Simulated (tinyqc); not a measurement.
Donor near an oxide interface in a gate field (two-state model): sweeps and comparisons. A value that a table varies takes the place of the one given here.

Interface at z = 0 (hard wall), donor at z = d, field F pulling electrons to the interface: potential e F z; 1 kV/cm = 1e-5 eV/angstrom, c = hbar^2/2m0, q = e^2/(4 pi eps0), Q = (eps - eo)/(eps + eo). Donor state: E_D = e F d - ED - q Q/(4 eps d), the last term joining the images of ion and electron. Interface state: z exp(-b z/2) exp(-rho^2/(2 L^2)) with E_z = c b^2/(4 mz) + 3 e F/b + q Q b/(8 eps), minimised over b; in the plane at z = 3/b the ion (distance D = d - 3/b) and its image (D' = d + 3/b) give E_rho = c/(mt L^2) - (q/eps)(sqrt(pi)/L)[erfcx(D/L) + Q erfcx(D'/L)], erfcx(x) = exp(x^2) erfc(x), minimised over L. E_I = E_z + E_rho.

The two states couple by t = t0 exp(-D/aD) with t0 = q/(eps aD) (2 aD/L) sqrt(aD b/2) v, v a valley factor; this form is an estimate. With detuning u = E_D - E_I the splitting is sqrt(u^2 + 4 t^2) and the lower state has weight (1 - u/sqrt(u^2 + 4 t^2))/2 on the donor.

Constants: hbar^2/2m0 = 3.80998211 eV angstrom^2; e^2/(4 pi eps0) = 14.39964547 eV angstrom.

Parameters, chosen for this exercise (near those of a donor in Si below SiO2, static dielectric constants; shifted at random, so the results belong to these values and not to a real crystal): d = 90 angstrom (depth of the donor); ED = 43.3 meV (bulk binding energy); mz = 0.913 m0 (mass across the interface); mt = 0.187 m0 (mass in the plane); eps = 11.3 (dielectric constant of the semiconductor); eo = 3.9 (dielectric constant of the oxide); aD = 21.5 angstrom (donor radius); v = 0.57 (valley factor); Fl = (62.917, 72.748, 76.68, 78.646, 80.612, 84.545, 94.376) kV/cm (fields); dl = (60, 80, 105, 135, 170, 215, 270) angstrom (depths).

## Sweeping the field

Both levels, the splitting, the donor weight and the mean depth w d + (1 - w) 3/b.

Results:
```
F (kV/cm)  E_D (meV)  E_I (meV)  splitting (meV)  donor weight  mean depth (angstrom)
62.917        11.602     20.142             9.06         0.972                   88.4
72.748        20.450     23.718             4.30         0.880                   83.2
76.680        23.989     25.086             2.94         0.686                   72.0
78.646        25.758     25.758             2.70         0.500                   61.1
80.612        27.528     26.423             2.89         0.309                   49.9
84.545        31.067     27.732             4.24         0.106                   37.6
94.376        39.915     30.893             9.36         0.018                   31.2
```

What does this show, and why?

E_D rises by 0.90 and E_I by 0.34 meV per kV/cm, so they cross once, near 78.6 kV/cm, where the splitting is 2t = 2.7 meV. The donor weight passes from 0.85 to 0.15 while the detuning goes from -2t to 2t, a window of 9.7 kV/cm or 12 % of the field; across the table the charge moves by 57 angstrom.

## Depth of the donor

Critical field, and the coupling, E_rho and L at that field.

Results:
```
d (angstrom)  critical field (kV/cm)  e F d/ED  t (meV)  E_rho (meV)  L (angstrom)
60                             135.7     1.880      6.1       -22.58            55
80                              91.7     1.694      2.2       -17.59            67
105                             64.7     1.568     0.65       -13.81            82
135                             47.5     1.480     0.15       -11.02            98
170                             36.0     1.415    0.030        -8.93           115
215                             27.4     1.360   0.0037        -7.20           136
270                             21.1     1.315  0.00029        -5.84           160
```

How do the results move?

The critical field falls from 136 to 21 kV/cm, with exponent -1.24 in d, while t drops by a factor 2.1e+04, about e for each 22 angstrom at the end (aD = 21.5). One lattice plane (1.36 angstrom) of misplacement changes t by 6 % and the critical field by about 1.6 % at 105 angstrom.

## What each parameter does

Critical field (E_D = E_I), and t and L there. Each row changes one parameter from the base and keeps the others.

Results:
```
case                critical field (kV/cm)  t (meV)  L (angstrom)
base                                  78.6     1.35          73.2
d = 80 angstrom                       91.7     2.21          67.4
ED = 49.3 meV                         89.2     1.28          74.0
aD = 23.7 angstrom                    78.6     1.82          73.2
mz = 0.776 m0                         81.1     1.41          72.7
mt = 0.215 m0                         77.7     1.44          69.1
eo = 5.8                              76.1     1.29          75.0
eps = 12                              80.1     1.23          75.1
```

What does this show?

The largest shifts from the base row, up to three for each result and ties (the steps differ in size, so this ranks the rows, not the parameters). critical field (kV/cm): d +13.0, ED +10.5, eo -2.5, mz +2.5; unchanged at the printed digits by aD. t (meV): d +0.864, aD +0.469, eps -0.120. L (angstrom): d -5.9, mt -4.2, eps +1.8, eo +1.8; unchanged at the printed digits by aD.

Program tinyqc; command `OMP_NUM_THREADS=1 python tinyqc.py 1252088 1252089 out.jsonl`; about 0.07 s on one thread of a shared Intel(R) Xeon(R) Processor @ 2.30GHz.
